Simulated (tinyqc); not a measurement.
What moves the results: density of states of one tight-binding band on the simple cubic lattice. A value that a table varies takes the place of the one given here.

E(k) = -2 t (c1 + c2 + c3) - 4 t2 (c1 c2 + c2 c3 + c3 c1) with ci = cos(2 pi ki); k in fractions of the reciprocal vectors, mesh k_i = j/N with j = 0 .. N-1. Densities are per cell and per spin, so the band holds one state.

Each cube of the mesh, corners numbered 0 to 7 as the binary number (i j l), is cut into six tetrahedra around the diagonal 0-7: 0137, 0157, 0237, 0267, 0457, 0467. For corner energies e1 <= e2 <= e3 <= e4 and eij = ei - ej, the share of the tetrahedron below E is n = (E - e1)^3/(e21 e31 e41) for e1 < E < e2; n = [e21^2 + 3 e21 x + 3 x^2 - (e31 + e42) x^3/(e32 e42)]/(e31 e41) with x = E - e2 for e2 < E < e3; n = 1 - (e4 - E)^3/(e41 e42 e43) for e3 < E < e4; its density of states is g = dn/dE.

Gaussian broadening: g(E) = mean over the mesh of exp(-(E - E_k)^2/(2 sigma^2))/(sigma sqrt(2 pi)), n(E) = mean of erfc((E_k - E)/(sigma sqrt 2))/2.

Values chosen for the exercise: t = 2.27 eV (nearest hopping); t2 = -0.23 eV (second hopping); N2 = 8 (mesh points along each axis in this comparison); sigma = 1.135 eV (Gaussian width); E = 9.61 eV (energy at which the density is wanted).

## Three ways to the same curve

N = N2 here; the reference is the linear method with N = 36.

g(E) (1/eV):
```
E (eV)  reference  linear tetrahedra  Gaussian, sigma  Gaussian, sigma/4  reference n(E)
-8.383      0.029              0.026            0.029              0.032           0.044
-5.907      0.055              0.050            0.055              0.075           0.143
-3.430      0.068              0.070            0.069              0.098           0.312
-0.954      0.064              0.068            0.067              0.062           0.476
1.523       0.061              0.062            0.054              0.009           0.630
3.999       0.047              0.049            0.053              0.073           0.774
6.475       0.028              0.029            0.026              0.024           0.863
8.952       0.019              0.019            0.022              0.010           0.922
11.428      0.013              0.012            0.012              0.007           0.962
13.904      0.008              0.007            0.009              0.002           0.988
```

Root-mean-square errors against the reference: 0.0023 for linear tetrahedra, 0.0034 for sigma and 0.0221 for sigma/4. The narrow Gaussian is worse than the wide one, because it resolves the separate mesh levels. The reference is highest at -3.430 eV of the energies listed, and half filling lies between -0.954 and 1.523 eV.

## Convergence with the mesh

At the energy E; the plain count is the share of mesh points below E; the reference is the linear method with N = 36.

Results:
```
N   points  g linear  n linear  g Gaussian  n Gaussian  n plain count
4       64    0.0128    0.9720      0.0311      0.9249         0.8906
6      216    0.0171    0.9494      0.0197      0.9269         0.9120
8      512    0.0172    0.9433      0.0169      0.9345         0.9355
12    1728    0.0174    0.9378      0.0185      0.9319         0.9427
16    4096    0.0175    0.9359      0.0178      0.9318         0.9373
20    8000    0.0175    0.9351      0.0178      0.9318         0.9356
```

reference n and g: 0.9340  0.0176

The linear n(E) stays within 0.002 of the reference from N = 16 on. The Gaussian g stays within 1 % of its last value from N = 16 on; it tends to the broadened curve, not the true one. At the last mesh it lies 0.000 1/eV from the reference g and the linear g 0.000. The plain count errs by +0.0016 at the last mesh.

## Critical points

The gradient vanishes at these points by symmetry; the signs of the eigenvalues of the second-derivative matrix give the type.

Critical points:
```
point                k    E (eV)  positive  negative     type
Gamma        (0, 0, 0)  -10.8600         3         0  minimum
X          (0.5, 0, 0)   -5.4600         2         1   saddle
M        (0.5, 0.5, 0)    3.6200         1         2   saddle
R      (0.5, 0.5, 0.5)   16.3800         0         3  maximum
```

Gamma is a minimum at -10.860 eV: its contribution to g starts as a square root. X is a saddle at -5.460 eV: g has a square-root kink there. M is a saddle at 3.620 eV: g has a square-root kink there. R is a maximum at 16.380 eV: its contribution to g ends as a square root.

## What moves the count of states

Linear method and Gaussian sum with N = 14. Each row changes one parameter from the base and keeps the others.

Results:
```
case             n linear  g linear (1/eV)  n Gaussian  g Gaussian (1/eV)
base               0.9366           0.0175      0.9317             0.0177
t = 2.497 eV       0.9217           0.0183      0.9169             0.0187
E = 9.837 eV       0.9405           0.0169      0.9357             0.0171
sigma = 2.27 eV    0.9366           0.0175      0.9262             0.0186
t2 = -0.117 eV     0.9457           0.0182      0.9405             0.0186
```

The largest shifts from the base row, up to three for each result and ties (the steps differ in size, so this ranks the rows, not the parameters). n linear: t -0.0149, t2 +0.0091, E +0.0039; unchanged at the printed digits by sigma. g linear (1/eV): t +0.0008, t2 +0.0008, E -0.0006; unchanged at the printed digits by sigma. n Gaussian: t -0.0149, t2 +0.0088, sigma -0.0056. g Gaussian (1/eV): t +0.0010, sigma +0.0009, t2 +0.0009.

(tinyqc, `OMP_NUM_THREADS=1 python tinyqc.py 1650696 1650697 out.jsonl`, Intel(R) Xeon(R) Processor @ 2.30GHz, 1 thread, shared host, about 0.3 s.)
